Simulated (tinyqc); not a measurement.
Virtual crystal, CPA and unmixed bands: coherent potential approximation for a binary alloy with a semi-elliptic band.

Site levels eA = -x d (share 1 - x) and eB = (1 - x) d (share x), so that their mean, the virtual crystal, is 0. Pure band: G0(z) = 2 (z - sqrt(z - W) sqrt(z + W))/W^2 with principal roots, density -Im G/pi per site. The medium has a self-energy S(z), G = G0(z - S), z = E + i eta. t_i = (e_i - S)/(1 - (e_i - S) G); the CPA demands <t> = (1 - x) tA + x tB = 0. Iteration: start at S = 0, set S(new) = S + <t>/(1 + <t> G), stop when |<t>| < 1e-9 eV.

Parameters, chosen for this exercise:
```
symbol  value  unit  meaning
W       3.8    eV    half width of the pure band
x       0.16         fraction of B
d       1.27   eV    eB - eA
eta     0.076  eV    broadening
E1      -4     eV    first energy
dE      0.63   eV    step
```

Fifteen energies E1 + j dE. Virtual crystal: G0(z). Unmixed: (1 - x) G0(z - eA) + x G0(z - eB), the limit of large separate grains.

Densities (1/eV) and self-energy (eV):
```
E (eV)  virtual crystal     CPA  unmixed     Re S     Im S
-4.00            0.0072  0.0094   0.0179  -0.0630  -0.0034
-3.37            0.0744  0.0792   0.0756  -0.0716  -0.0261
-2.74            0.1128  0.1142   0.1051  -0.0692  -0.0408
-2.11            0.1360  0.1357   0.1332  -0.0657  -0.0532
-1.48            0.1510  0.1493   0.1491  -0.0611  -0.0651
-0.85            0.1600  0.1572   0.1585  -0.0552  -0.0770
-0.22            0.1639  0.1602   0.1626  -0.0473  -0.0895
0.41             0.1632  0.1587   0.1620  -0.0365  -0.1026
1.04             0.1578  0.1526   0.1565  -0.0210  -0.1162
1.67             0.1472  0.1418   0.1456   0.0017  -0.1287
2.30             0.1301  0.1257   0.1280   0.0345  -0.1356
2.93             0.1035  0.1025   0.0998   0.0777  -0.1276
3.56             0.0560  0.0662   0.0420   0.1243  -0.0894
4.19             0.0046  0.0063   0.0175   0.1057  -0.0076
4.82             0.0021  0.0023   0.0060   0.0720  -0.0024
```

What can be read from this table?

d/W = 0.33. CPA and virtual crystal differ by at most 0.010 1/eV, at 3.56 eV, against a peak of 0.168 for the pure band. |Im S| is largest at 2.30 eV (Im S = -0.136 eV); where the density is near zero this is no damping of states. On these rows the CPA density keeps one maximum: the bands are amalgamated.

Program tinyqc; command `OMP_NUM_THREADS=1 python tinyqc.py 1451562 1451563 out.jsonl`; about 0.01 s on one thread of a shared Intel(R) Xeon(R) Processor @ 2.30GHz.
